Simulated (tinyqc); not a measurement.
Inputs raised by 5 %, one at a time: rigid-ion and shell models of the dielectric response of an ionic crystal. Computed by tinyqc, a small Python program. Command: `OMP_NUM_THREADS=1 python tinyqc.py 3008770 3008771 out.jsonl shell sens`. One thread of a shared host (Intel(R) Xeon(R) Processor @ 2.30GHz), about 0.01 s of CPU time with the checks.

Charges +Z and -Z; 8 nearest neighbours, Madelung constant M = 1.762675, volume per ion pair Omega = 1.539601 d^3. Energy per pair U = -M Z^2 e2/d + 8 A exp(-d/rho), e2 = e^2/(4 pi eps_0). In the shell model the anion is a core of charge Y - Z and a massless shell of charge -Y, joined by the spring k; the repulsion acts on the shell. Each ion feels the Lorentz field E + (4 pi/3) P (Gaussian units).

Inputs (values chosen for the exercise, for a model crystal):
```
quantity                       value           unit
nearest-neighbour distance d    2.88       angstrom
ionic charge Z                     1              e
hardness d/rho                  10.8              -
cation mass                      135              u
anion mass                     35.45              u
shell charge size Y             1.97              e
core-shell spring k             25.5  eV/angstrom^2
cation polarisability alpha_+   0.79     angstrom^3
film thickness t                 6.1             nm
```

Structure: caesium chloride.

Constants: e^2/(4 pi eps_0) = 14.39964548 eV angstrom; 1 eV/angstrom^3 = 160.2176634 GPa; nu for 1 eV/(angstrom^2 u) = 15.6333042 THz; 1 THz = 33.35640952 1/cm; eps_0 = 8.8541878128e-12 F/m; h x 1 THz = 4.135667696 meV.

Method:
- Zero pressure fixes 8 A exp(-d/rho) = M Z^2 e2 rho/d^2. Then U = -(M Z^2 e2/d)(1 - rho/d), B = M Z^2 e2 (d/rho - 2)/(9 Omega d), and the spring of one sublattice against the other is R = (1/3) x (Laplacian of the repulsion summed over neighbours) = M Z^2 e2 (d/rho - 2)/(3 d^3), so R = 3 B Omega/d^2.
- Eliminating the shell gives the anion polarisability alpha_- = Y^2 e2/(k + R), the Szigeti charge Z_S = Z - Y R/(k + R) and the softened spring R' = k R/(k + R). With b = 4 pi (alpha_+ + alpha_-)/(3 Omega): eps_inf = (1 + 2b)/(1 - b) (Clausius-Mossotti); Born charge Z* = Z_S (eps_inf + 2)/3.
- mu lambda_TO = R' - (4 pi e2/(3 Omega)) Z_S^2/(1 - b); mu lambda_LO = mu lambda_TO + 4 pi e2 Z*^2/(eps_inf Omega); eps_s = eps_inf lambda_LO/lambda_TO.
- lambda in eV/(angstrom^2 u) gives the wavenumber 15.6333042 x 33.35640952 x sqrt(lambda); mu is the reduced mass.
- Capacitance per area eps_0 eps_s/t; equivalent oxide thickness EOT = t x 3.9/eps_s; the surface optical mode against silicon (eps = 11.7) lies at omega_TO sqrt[(eps_s + 11.7)/(eps_inf + 11.7)], and its squared coupling to channel electrons scales as g = hbar omega_SO [1/(11.7 + eps_inf) - 1/(11.7 + eps_s)], with hbar omega = h c x wavenumber.

Runs:
```
input moved                                 from      to  omega_TO (1/cm)  omega_LO (1/cm)  Born charge Z* (e)  equivalent oxide thickness (nm)
base run                                       -       -            112.5            197.4               1.142                            3.268
nearest-neighbour distance d (angstrom)     2.88   3.024            105.6            187.9               1.116                            3.537
ionic charge Z (e)                             1    1.05            118.3            205.9               1.183                            3.347
hardness d/rho                              10.8   11.34            120.7            200.2               1.123                            3.671
cation mass (u)                              135  141.75            111.9            196.4               1.142                            3.268
shell charge size Y (e)                     1.97  2.0685            112.1            195.7               1.165                            3.104
core-shell spring k (eV/angstrom^2)         25.5  26.775            112.5            198.8               1.140                            3.306
cation polarisability alpha_+ (angstrom^3)  0.79  0.8295            112.0            197.2               1.150                            3.211
```

Exponents ln(y'/y) / ln(x'/x):
```
input                          omega_TO  omega_LO  Born charge Z*  equivalent oxide thickness
nearest-neighbour distance d     -1.292    -1.014          -0.471                       1.620
ionic charge Z                    1.041     0.864           0.711                       0.488
hardness d/rho                    1.442     0.292          -0.350                       2.380
cation mass                      -0.102    -0.102           0.000                       0.000
shell charge size Y              -0.072    -0.172           0.409                      -1.059
core-shell spring k               0.004     0.149          -0.043                       0.232
cation polarisability alpha_+    -0.076    -0.017           0.135                      -0.365
```

Which inputs matter most for each result?

Among the inputs moved here: omega_TO answers most in size to hardness d/rho (exponent +1.442), next to nearest-neighbour distance d (-1.292). omega_LO answers most in size to nearest-neighbour distance d (exponent -1.014), next to ionic charge Z (+0.864). Born charge Z* answers most in size to ionic charge Z (exponent +0.711), next to nearest-neighbour distance d (-0.471); its exponent is below 0.0005 for cation mass. Equivalent oxide thickness answers most in size to hardness d/rho (exponent +2.380), next to nearest-neighbour distance d (+1.620); its exponent is below 0.0005 for cation mass.
